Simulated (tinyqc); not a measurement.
What moves the results: type-II superlattice in the two-band Kane model. A value that a table varies takes the place of the one given here.

Motion along the axis, period d = a + b, c = hbar^2/2m0. Conduction and light-hole bands couple: (E - Ec)(E - Ev) = Ep c k^2 in each layer, with mass m(E) = (E - Ev)/Ep, which may be negative. The conduction envelope psi and psi'/m(E) are continuous; a layer carries them by [[cos kt, (m/k) sin kt], [-(k/m) sin kt, cos kt]] (cosh and sinh for k^2 < 0), and cos(q d) = tr(M_B M_A)/2. C1 is the first miniband above EvB, with its bottom at tr/2 = +1 and its top at -1; the gap is the bottom of C1 less the top heavy-hole level HH1.

Heavy holes are uncoupled: with e = EvB - E, p = sqrt(mhB e/c), w = sqrt(mhA (EvB - EvA - e)/c), the top level HH1 at q = 0 solves (p/mhB) tan(p b/2) = (w/mhA) tanh(w a/2).

Constants: hbar^2/2m0 = 3.80998211 eV angstrom^2; hc = 1239.841984 eV nm.

Values chosen for the exercise (near those of an InAs/GaSb superlattice; shifted at random, so the results belong to these values and not to a real crystal): b = 25 angstrom (layer B); EcA = 0 eV (conduction edge of A); EvA = -0.419 eV (valence edge of A); EcB = 0.906 eV (conduction edge of B); EvB = 0.109 eV (valence edge of B); EpA = 14.1 eV (coupling energy in A); EpB = 17.8 eV (coupling energy in B); mhA = 0.33 m0 (heavy hole in A); mhB = 0.26 m0 (heavy hole in B); As = (19, 29, 35, 47, 52, 64, 76) angstrom (widths of layer A); a = 41 angstrom (layer A).

## Width of layer A

Bottom of C1 (tr/2 = +1, above EvB), HH1, the gap and hc/gap; widths at which C1 no longer starts above EvB are left out.

Results:

| a (angstrom) | C1 (eV) | HH1 (eV) | gap (meV) | cut-off (micrometre) |
|---|---|---|---|---|
| 19 | 0.4350 | 0.0068 | 428.2 | 2.90 |
| 29 | 0.3157 | 0.0043 | 311.4 | 3.98 |
| 35 | 0.2662 | 0.0040 | 262.2 | 4.73 |
| 47 | 0.1967 | 0.0039 | 192.8 | 6.43 |
| 52 | 0.1755 | 0.0038 | 171.7 | 7.22 |
| 64 | 0.1368 | 0.0038 | 133.0 | 9.33 |
| 76 | 0.1095 | 0.0038 | 105.7 | 11.73 |

What does this show, and why?

From a = 19 to 76 angstrom C1 falls by 325 meV while HH1 moves by -2.9 meV, so layer A tunes the gap, from 428 to 106 meV. The cut-off shifts by 0.109 micrometre per angstrom at the thin end and 0.201 at the thick end: long wavelengths need tight control of the thickness.

## One band or two

Bottom of C1. One band: (k/mA) tan(k a/2) = (kappa/mB) tanh(kappa b/2) with the edge masses (Ec - Ev)/Ep and barrier EcB - EcA. Second row: mA replaced by m(E). The last column is measured against two bands.

Results:

| model | C1 (eV) | gap (meV) | error (meV) |
|---|---|---|---|
| one band, edge masses | 0.2232 | 219.3 | -4.3 |
| m(E) in A only | 0.2007 | 196.8 | -26.8 |
| two bands | 0.2275 | 223.6 | 0.0 |

mA = 0.0297 m0
mB = 0.0448 m0

How do the results move?

With edge masses C1 errs by -4 meV, 2 % of the gap. The heavier m(E) in A changes it by -23 meV; the treatment of B changes it by +27 meV, since C1 lies 118 meV above the valence edge of B, where its mass is 0.0067 instead of 0.0448.

## What each parameter does

Bottom and width of C1, HH1 and the gap. Each row changes one parameter from the base and keeps the others.

Results:

| case | C1 (eV) | width (meV) | HH1 (eV) | gap (meV) |
|---|---|---|---|---|
| base | 0.2275 | 102.9 | 0.0039 | 223.6 |
| a = 38 angstrom | 0.2457 | 112.1 | 0.0039 | 241.8 |
| b = 28 angstrom | 0.2364 | 89.7 | 0.0189 | 217.6 |
| EvB = 0.089 eV | 0.2266 | 100.1 | -0.0147 | 241.4 |
| EcB = 0.956 eV | 0.2336 | 97.0 | 0.0039 | 229.8 |
| EvA = -0.449 eV | 0.2242 | 100.0 | 0.0019 | 222.3 |
| EpA = 15.2 eV | 0.2328 | 109.2 | 0.0039 | 228.9 |
| mhB = 0.3 m0 | 0.2275 | 102.9 | 0.0100 | 217.5 |

What can be read from the table?

The largest shifts from the base row, up to three for each result and ties (the steps differ in size, so this ranks the rows, not the parameters). C1 (eV): a +0.0182, b +0.0089, EcB +0.0062; unchanged at the printed digits by mhB. width (meV): b -13.1, a +9.3, EpA +6.3; unchanged at the printed digits by mhB. HH1 (eV): EvB -0.0186, b +0.0150, mhB +0.0061; unchanged at the printed digits by a, EcB and EpA. gap (meV): a +18.2, EvB +17.8, EcB +6.2.

(tinyqc, `OMP_NUM_THREADS=1 python tinyqc.py 1280377 1280378 out.jsonl`, Intel(R) Xeon(R) Processor @ 2.30GHz, 1 thread, shared host, about 0.03 s.)
